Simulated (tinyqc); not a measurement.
## Screening length from the swing

Question. In a simple model of a Schottky-barrier transistor a barrier thinner than d = 3.9 nm is transparent, so the effective barrier is pn - psi (1 - exp(-d/lam)) and the swing beyond flat band is Vt ln 10/(1 - exp(-d/lam)). Find the thermionic swing, lam, and the effective barrier at psi = 0.2 V.

Inputs (values chosen for the exercise):
- T = 300 K (temperature)
- pn = 0.49 eV (barrier for electrons at both contacts)

Constants: q = 1.602176634e-19 C, kB = 1.380649e-23 J/K, Vt = kB T/q. Results are converted to the units shown.

swing in the tunnelling range = 65.225796 mV/decade

Solution. The ratio of the two swings is 1 - exp(-d/lam).

Vt ln 10 = 59.53 mV/decade
lam = 1.600 nm
effective barrier = 0.3075 eV

Program tinyqc, `OMP_NUM_THREADS=1 python tinyqc.py 2390014 2390015 out.jsonl`; Intel Xeon 2.30GHz, shared host, one thread, about 0.5 s.
